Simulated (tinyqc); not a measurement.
Critical temperature from a phonon spectrum: McMillan, Allen-Dynes and the linearised Eliashberg equation: one step, computed by the program tinyqc. Command: `OMP_NUM_THREADS=1 python tinyqc.py 3024081 3024082 out.jsonl eliashberg walk`. One thread of a shared host (Intel(R) Xeon(R) Processor @ 2.30GHz), about 0.01 s of CPU time with the checks.

alpha^2 F(omega) = sum_i (lambda_i omega_i/2) delta(omega - omega_i), so that lambda = 2 int alpha^2 F/omega d omega = sum_i lambda_i.

Problem. Largest eigenvalue of the small kernel. K is the kernel of the linearised Eliashberg equation on the Matsubara points omega_n = (2n + 1) pi k_B T; T_c is where its largest eigenvalue rho is zero. Diagonalise K; at rho = 0 the eigenvector c is the gap function Delta_n/omega_n up to a factor; away from it Delta_n/Delta_0 = (2n + 1) c_n/c_0 is only an estimate.

Inputs (values chosen for the exercise, for a model metal): trial temperature = 72.7 K.

Peaks in alpha^2 F: one.

K:
```
,1,2,3,4,5
1,-0.31332,1.08115,0.25161,-0.02884,-0.14928
2,1.08115,-5.19155,0.80070,0.13116,-0.09067
3,0.25161,0.80070,-8.10093,0.73886,0.09538
4,-0.02884,0.13116,0.73886,-10.52634,0.71634
5,-0.14928,-0.09067,0.09538,0.71634,-12.76946
```

Give: largest eigenvalue rho; Delta_n/Delta_0.

Solution.

largest eigenvalue rho = -0.06097

Delta_n/Delta_0: [1.000, 0.658, 0.266, 0.020, -0.115]

rho < 0: in this small matrix the trial temperature lies above T_c.
